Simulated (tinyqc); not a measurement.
Chemical vapour deposition: Grove model, boundary layer, depletion and step coverage. Changing the total pressure p. Computed by tinyqc, a small Python program. Command: `OMP_NUM_THREADS=1 python tinyqc.py 3002762 3002763 out.jsonl cvd sweep`. One thread of a shared host (Intel(R) Xeon(R) Processor @ 2.30GHz), about 0.04 s of CPU time with the checks.

A precursor diffuses to the surface and reacts there at first order; each molecule that reacts adds one formula unit of film.

Inputs (values chosen for the exercise, close to those used for silicon dioxide from an alkoxysilane):
```
quantity                                       value                unit
prefactor k0 of k_s                          2.5e+10                cm/s
activation energy E                             1.87                  eV
temperature T                                    660                   C
mole fraction of the precursor Y                0.15                   -
gas diffusivity D0 at 273.15 K and 760 torr     0.46              cm^2/s
film density N                               2.2e+22  formula units/cm^3
precursor mass M                                 208                   u
trench width w                                  0.16                  um
aspect ratio of the trench                       120                   -
wafer radius R                                    15                  cm
wafer spacing s                                 0.75                  cm
```

Reactor: wafer stack, low pressure.

Constants: k_B = 1.380649e-23 J/K; u = 1.6605390666e-27 kg; k_B = 8.617333262e-05 eV/K.

Method:
- k_s = k0 exp(-E/(k_B T)); C_g = Y p/(k_B T), 1 torr = 133.322 Pa; D = D0 (T/273.15)^1.75 (760/p).
- Temperatures in kelvin are T(C) + 273.15.
- Mean speed c = sqrt(8 k_B T/(pi M)); reactive sticking probability beta = 4 k_s/c.
- Between two wafers the gas diffuses inward and reacts on both faces: (D/r) d/dr (r dC/dr) = 2 k_s C/s, so C(r)/C_g = I0(phi r/R)/I0(phi) with phi^2 = 2 k_s R^2/(s D); G(r) = k_s C(r)/N, 1 cm/s = 6e8 nm/min; the mean over the wafer is eta = 2 I1(phi)/(phi I0(phi)).
- In a long trench of width w and depth l = aspect ratio x w: Knudsen diffusivity D_K = (2w) c/3 (hydraulic diameter 2w), combined as 1/D_e = 1/D_K + 1/D; D_e d2C/dz2 = 2 k_s C/w with D_e dC/dz = -k_s C at the floor. With m = sqrt(2 k_s/(w D_e)): C(floor)/C(top) = 1/[cosh(m l) + (k_s/(D_e m)) sinh(m l)].

One run for each value; columns: (1) total pressure p (torr); (2) growth rate G at the edge (nm/min); (3) rate at the centre over rate at the edge; (4) step coverage; (5) gas diffusivity D (cm^2/s):
```
(1)       (2)      (3)      (4)    (5)
0.034    2.86  0.99663  0.36151  88268
0.067    5.64  0.99338  0.36151  44793
0.130   10.94  0.98721  0.36151  23086
0.250   21.04  0.97562  0.36151  12005
0.480   40.40  0.95396  0.36150   6252
0.930   78.27  0.91361  0.36149   3227
1.800  151.48  0.84246  0.36146   1667
3.400  286.13  0.73129  0.36141    883
```

Over the rows, growth rate G at the edge (nm/min) rises from 2.86 to 286 (exponent d ln y / d ln x about 1.0 throughout); rate at the centre over rate at the edge falls from 0.997 to 0.731 (exponent d ln y / d ln x -0.0048 between the first rows and -0.22 between the last); step coverage falls from 0.36151 to 0.36141. The exponent of growth rate G at the edge stays at 1: reaction control: C_g is proportional to p.

Caution (rows 0.0340, 0.0670, 0.130, 0.250, 0.480, 0.930): the mean free path 3D/c is comparable with or larger than the wafer spacing, where wall collisions cap D near (2s) c/3 and the lag is larger than computed. Caution (all rows): the hydraulic-diameter form of D_K is rough for a slit. Caution (rows 1.80, 3.40): a growth rate above 100 nm/min is far higher than usual in a low-pressure wafer stack.
